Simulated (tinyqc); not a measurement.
Critical temperature from a phonon spectrum: McMillan, Allen-Dynes and the linearised Eliashberg equation: one step, computed by the program tinyqc.

alpha^2 F(omega) = sum_i (lambda_i omega_i/2) delta(omega - omega_i), so that lambda = 2 int alpha^2 F/omega d omega = sum_i lambda_i.

Problem. Largest eigenvalue of the small kernel. K is the kernel of the linearised Eliashberg equation on the Matsubara points omega_n = (2n + 1) pi k_B T; T_c is where its largest eigenvalue rho is zero. Diagonalise K; at rho = 0 the eigenvector c is the gap function Delta_n/omega_n up to a factor; away from it Delta_n/Delta_0 = (2n + 1) c_n/c_0 is only an estimate.

Inputs (values chosen for the exercise, for a model metal): trial temperature = 23.1 K.

Peaks in alpha^2 F: two.

K:
```
[[0.22857, 1.99785, 0.97878, 0.48484, 0.23179],
 [1.99785, -5.70717, 1.50391, 0.72573, 0.34295],
 [0.97878, 1.50391, -9.49879, 1.36202, 0.63950],
 [0.48484, 0.72573, 1.36202, -12.46354, 1.30612],
 [0.23179, 0.34295, 0.63950, 1.30612, -15.05239]]
```

Give: largest eigenvalue rho; Delta_n/Delta_0.

Solution.

largest eigenvalue rho = 1.0924

Delta_n/Delta_0: [1.0000, 1.0102, 0.7577, 0.5056, 0.3002]

rho > 0: in this small matrix the trial temperature lies below T_c.
